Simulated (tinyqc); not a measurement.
## Scale length and length offset from two DIBL values

Inverse problem. DIBL = exp(-Le/(2 l)) + 2 exp(-Le/l) with Le = L - dL. Find l, dL and the drawn length for a DIBL of 100 mV/V.

DIBL at drawn lengths 84 and 130 nm (mV/V): 130.56776  31.740404

Solution. With e = exp(-Le/(2 l)), 2 e^2 + e = DIBL gives e and so Le/l at each length; Le/l is a straight line in L with slope 1/l.

l = 18.0 nm
dL = 3.70 nm
length for 100 mV/V = 92.3 nm

Numbers from tinyqc (`OMP_NUM_THREADS=1 python tinyqc.py 2002053 2002054 out.jsonl`; about 0.01 s on one thread of a shared Intel Xeon 2.30GHz).
